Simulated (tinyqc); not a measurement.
What moves the results: heavy doping: gap narrowing, degeneracy and the minority density. A value that a table varies takes the place of the one given here.

F_j(eta) = (1/Gamma(j + 1)) integral_0^infinity x^j dx/(1 + exp(x - eta)), which tends to exp(eta) for eta << 0.

Empirical narrowing (Slotboom form, constants chosen for the exercise; published fits of this form give the apparent narrowing, here it is taken as the true one): dEg = E0 [ln(N/N0) + sqrt(ln(N/N0)^2 + C)].

Majority: N = Nc F_1/2(eta), eta the distance of EF beyond the majority band edge in kT. Degeneracy factor gam = F_1/2(eta)/exp(eta). ni0^2 = Nc Nv exp(-Eg/kT); product n p = ni0^2 gam exp(dEg/kT), dEg the true narrowing; apparent narrowing dEa = dEg + kT ln gam; minority density = n p/N.

Bipolar transistor with N as emitter doping: beta = K (N/NB) exp((dEa_B + dG - dEa_E)/kT), dEa_E = dEg(N) + kT ln gam, dEa_B = dEg(NB). For the sweep in T, Nc is scaled as (T/T0)^(3/2) from its value at T0 = T.

Constants: kB = 8.617333262e-05 eV/K.

Inputs chosen for the exercise (gap and densities of states near those of Si at this temperature; narrowing constants near the fits for Si; shifted at random, so the results belong to these values and not to a real crystal): Eg = 1.121 eV (gap); Nc = 2.71e+19 1/cm^3 (conduction-band density of states); Nv = 1.13e+19 1/cm^3 (valence-band density of states); T = 300 K; E0 = 7.5 meV (narrowing scale); N0 = 8.2e+16 1/cm^3 (onset density); C = 0.5 (smoothing constant); N = 1.4e+19 1/cm^3 (ionised donors, equal to the majority density); NB = 8e+17 1/cm^3 (base doping); K = 3.2 (ratio (D_B W_E)/(D_E W_B)); dG = 50 meV (extra narrowing of the base by alloying).

## Narrowing against degeneracy

N takes the values listed; the last column is N over the factor gam exp(dEg/kT), the doping that a simple model would need to give the same minority density.

Results:

| N (1/cm^3) | eta | gam | dEg (meV) | dEa (meV) | minority (1/cm^3) | effective doping (1/cm^3) |
|---|---|---|---|---|---|---|
| 8.0e+16 | -5.82 | 0.999 | 5.1 | 5.1 | 686 | 6.57e+16 |
| 3.0e+17 | -4.50 | 0.996 | 20.8 | 20.7 | 335 | 1.35e+17 |
| 8.0e+17 | -3.51 | 0.990 | 35.0 | 34.7 | 216 | 2.09e+17 |
| 3.0e+18 | -2.16 | 0.962 | 54.5 | 53.5 | 119 | 3.79e+17 |
| 8.0e+18 | -1.12 | 0.901 | 69.1 | 66.4 | 73.6 | 6.13e+17 |
| 3.0e+19 | 0.49 | 0.680 | 88.9 | 78.9 | 31.8 | 1.42e+18 |
| 8.0e+19 | 2.09 | 0.366 | 103.5 | 77.6 | 11.3 | 3.98e+18 |
| 2.0e+20 | 4.39 | 0.0918 | 117.2 | 55.5 | 1.93 | 2.34e+19 |
| 5.0e+20 | 8.34 | 0.00440 | 130.9 | -9.3 | 0.0628 | 7.18e+20 |

How do the results move?

dEg grows steadily to 130.9 meV, while the apparent value peaks at 78.9 meV for N = 3e+19 and falls to -9.3 meV as the Fermi level enters the band (a negative value is not met in measurements: parabolic bands with a fixed mass overstate the filling). N grows by a factor 38 from the third to the sixth row and the effective doping by 6.8: net of degeneracy, narrowing takes away 82 % of the factor gained by heavier doping.

## Current gain against temperature

Gain:

| T (K) | beta | beta with dG = 0 | without narrowing |
|---|---|---|---|
| 150 | 166 | 3.47 | 56.0 |
| 200 | 121 | 6.63 | 56.0 |
| 250 | 101 | 9.88 | 56.0 |
| 300 | 89.8 | 13.0 | 56.0 |
| 350 | 83.0 | 15.8 | 56.0 |
| 400 | 78.4 | 18.4 | 56.0 |
| 450 | 75.0 | 20.7 | 56.0 |

dEa_B + dG - dEa_E at T0 = 12.2 meV

What can be read from the table?

beta is 166 at 150 K and 75 at 450 K, since the net exponent is positive: the gap is narrower in the base. At 300 K narrowing and degeneracy change the gain by a factor 0.232 and alloying the base by 6.92.

## What moves the minority density and the gain

All results formed anew. Each row changes one parameter from the base and keeps the others.

Results:

| case | dEg (meV) | dEa (meV) | minority (1/cm^3) | beta |
|---|---|---|---|---|
| base | 77.46 | 72.78 | 53.8 | 89.8 |
| N = 2.8e+19 1/cm^3 | 87.82 | 78.51 | 33.6 | 144 |
| E0 = 9 meV | 92.96 | 88.27 | 97.9 | 64.6 |
| N0 = 1.64e+17 1/cm^3 | 67.12 | 62.44 | 36.0 | 90.7 |
| Eg = 1.141 eV | 77.46 | 72.78 | 24.8 | 89.8 |
| Nc = 3.52e+19 1/cm^3 | 77.46 | 73.85 | 72.8 | 86.1 |
| NB = 1.6e+18 1/cm^3 | 77.46 | 72.78 | 53.8 | 66.6 |

What can be read from the table?

The largest shifts from the base row, up to three for each result and ties (the steps differ in size, so this ranks the rows, not the parameters). dEg (meV): E0 +15.49, N +10.35, N0 -10.34; unchanged at the printed digits by Eg, Nc and NB. dEa (meV): E0 +15.49, N0 -10.34, N +5.73; unchanged at the printed digits by Eg and NB. minority (1/cm^3): E0 +44.1, Eg -29.0, N -20.2; unchanged at the printed digits by NB. beta: N +54.1, E0 -25.1, NB -23.1; unchanged at the printed digits by Eg.

Program tinyqc; command `OMP_NUM_THREADS=1 python tinyqc.py 1680233 1680234 out.jsonl`; about 0.01 s on one thread of a shared Intel(R) Xeon(R) Processor @ 2.30GHz.
